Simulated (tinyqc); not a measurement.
Changing the band mass m*: Froehlich polaron in a polar crystal. Computed by tinyqc, a small Python program. Command: `OMP_NUM_THREADS=1 python tinyqc.py 3004268 3004269 out.jsonl frohlich sweep`. One thread of a shared host (Intel(R) Xeon(R) Processor @ 2.30GHz), about 0.08 s of CPU time with the checks.

One electron in a parabolic band of mass m*, coupled to dispersionless LO phonons in the continuum model. Energies are in units of hbar omega unless marked, wave numbers in k_0 = sqrt(2 m* omega/hbar).

Inputs (values chosen for the exercise, modelled on silicon carbide):

| quantity | value | unit |
|---|---|---|
| LO phonon energy hbar omega | 115 | meV |
| eps_inf | 6.68 | - |
| static dielectric constant eps_s | 10.2 | - |
| electron wave number k/k_0 | 0.32 | - |

Constants: hbar^2/(2 m_0) = 3.80998212 eV angstrom^2; e^2/(4 pi eps_0) = 14.39964548 eV angstrom.

Method:
- 1/eps* = 1/eps_inf - 1/eps_s; k_0 = sqrt(2 m* omega/hbar) = sqrt(m* hbar omega / (hbar^2/(2 m_0))) with m* in m_0; alpha = (e^2/(4 pi eps_0)) k_0/(2 eps* hbar omega); polaron length 1/k_0.
- At T = 0 and k < k_0: E(k) = (k/k_0)^2 - alpha arcsin(k/k_0)/(k/k_0); so E(0) = -alpha, 1/m_p = (1 - alpha/6)/m*, and the mean number of phonons in the cloud at k = 0 is alpha/2. The Lee-Low-Pines variational state gives the same E(0) and m_p = m* (1 + alpha/6).
- Feynman's bound: E(v, w) = 3 (v - w)^2/(4 v) - (alpha v/sqrt(pi)) int_0^infinity e^-u D(u)^(-1/2) du, D = w^2 u + ((v^2 - w^2)/v)(1 - e^(-v u)); integrals by 80 Gauss-Legendre points in s from 0 to 1 with u = 40 s^2.
- Minimise over v > w > 0 (simplex search); mass m_p/m* = 1 + (alpha v^3/(3 sqrt(pi))) int u^2 e^-u D^(-3/2) du.

One run for each value:

| band mass m* (m_0) | coupling constant alpha | polaron energy, Feynman (meV) | m_p/m*, Feynman | m_p/m*, Lee-Low-Pines | polaron length 1/k_0 (angstrom) |
|---|---|---|---|---|---|
| 0.040 | 0.1124 | -12.94 | 1.019 | 1.0187 | 28.779 |
| 0.073 | 0.1518 | -17.49 | 1.026 | 1.0253 | 21.304 |
| 0.130 | 0.2026 | -23.36 | 1.035 | 1.0338 | 15.964 |
| 0.240 | 0.2753 | -31.77 | 1.048 | 1.0459 | 11.749 |
| 0.450 | 0.3769 | -43.55 | 1.067 | 1.0628 | 8.580 |
| 0.820 | 0.5088 | -58.89 | 1.092 | 1.0848 | 6.356 |
| 1.500 | 0.6882 | -79.84 | 1.128 | 1.1147 | 4.700 |
| 2.700 | 0.9233 | -107.46 | 1.178 | 1.1539 | 3.503 |
| 5.000 | 1.2565 | -146.90 | 1.257 | 1.2094 | 2.574 |

What does the table show, and why?

Over the rows, coupling constant alpha rises from 0.112 to 1.26 (exponent d ln y / d ln x about 0.50 throughout); polaron energy, Feynman (meV) falls from -12.9 to -147 (exponent d ln y / d ln x about 0.50 throughout); m_p/m*, Feynman rises from 1.02 to 1.26 (exponent d ln y / d ln x 0.011 between the first rows and 0.11 between the last). The exponent of coupling constant alpha stays at 0.50: alpha goes as sqrt(m*). The exponent of polaron length 1/k_0 stays at -0.50: the length goes as m*^(-1/2). A heavy electron is slow enough for the ions to follow. The Feynman mass is 1.000 times the Lee-Low-Pines one in the first row and 1.04 in the last (alpha = 1.3); the energy starts as -alpha hbar omega and gains an alpha^2 term.

Caution (rows 1.50, 2.70, 5.00): for these m* and hbar omega the length 1/k_0 is under 5 angstrom, near a lattice spacing, where the continuum model loses its footing.
